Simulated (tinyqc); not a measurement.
One-electron ion in a basis of Gaussians, step by step. One step of it, computed by the program tinyqc.

Problem. Generalised eigenproblem. Solve H C = S C e through S^(-1/2); each column has its largest component positive (the first on a tie).

H = T + V (hartree), lower triangle:
```
           1          2          3          4          5           6           7
1  -1.406887
2  -1.331558  -1.807595
3  -0.859121  -1.664856  -0.823456
4  -0.435578  -1.244632  -0.544707   6.598679
5  -0.195996  -0.702891  -1.222231   7.169269  38.636822
6  -0.083727  -0.334580  -0.987064   1.196554  39.884175  157.959688
7  -0.034961  -0.147070  -0.537695  -0.840275  13.415772  160.908300  576.174905
```

S, lower triangle:
```
          1         2         3         4         5         6         7
1  1.000000
2  0.657014  1.000000
3  0.230384  0.656920  1.000000
4  0.060406  0.230403  0.657048  1.000000
5  0.014279  0.060405  0.230451  0.657009  1.000000
6  0.003265  0.014277  0.060414  0.230409  0.656972  1.000000
7  0.000739  0.003264  0.014276  0.060387  0.230340  0.656882  1.000000
```

Give: eigenvalues of S; eigenvalues; coefficients.

Solution.

eigenvalues of S: 0.0719  0.1525  0.3294  0.6633  1.2093  1.9388  2.6349

eigenvalues (hartree): -1.9984  -0.8223  1.7087  13.8634  60.7451  229.1502  838.3799

coefficients:
```
        1        2        3        4        5        6        7
1  0.2114   1.2329  -0.6792  -0.2423   0.1000  -0.0446   0.0203
2  0.6627  -0.7299   1.5642   0.7361  -0.3077   0.1363  -0.0616
3  0.2486  -0.1920  -1.3796  -1.4609   0.7051  -0.3117   0.1394
4  0.0399  -0.0359   0.0255   1.5630  -1.3779   0.6719  -0.2979
5  0.0060  -0.0036  -0.0385  -0.1481   1.6104  -1.3176   0.6298
6  0.0006  -0.0007   0.0043   0.0438  -0.1980   1.5946  -1.2217
7  0.0001  -0.0001  -0.0013  -0.0061   0.0380  -0.1719   1.4371
```

For Z = 4 and l = 1 the exact lowest level is -Z^2/(2 n^2) with n = l + 1: -2.000000 hartree.
